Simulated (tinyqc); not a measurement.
Luttinger-Kohn k.p, four valence bands, step by step. One step of it, computed by the program tinyqc.

Task: Bloch Hamiltonian at k. P = c g1 k^2, Q = c g2 (kx^2 + ky^2 - 2 kz^2), R = c sqrt3 [-g2 (kx^2 - ky^2) + 2i g3 kx ky], S = 2 c sqrt3 g3 (kx - i ky) kz, c = hbar^2/2m = 3.809982 eV angstrom^2; rows [P+Q, -S, R, 0], [-S*, P-Q, 0, R], [R*, 0, P-Q, S], [0, R*, S*, P+Q]. The path ends lie at |k| = 0.07 1/angstrom.

Luttinger parameters chosen for this model; energies are counted downward from the top of the valence band:
```
parameter     value  unit
g1         7.700000
g2         3.100000
g3         3.620000
```

k point k (1/angstrom): -0.039000  -0.037000  -0.015000

Give: H(k) at k.

Result:

H(k) at k (eV), lower triangle (Hermitian):
```
                3/2            1/2          -1/2   -3/2
3/2           0.120
1/2   -0.028-0.027i          0.063
-1/2  -0.003-0.069i          0.000         0.063
-3/2          0.000  -0.003-0.069i  0.028+0.027i  0.120
```
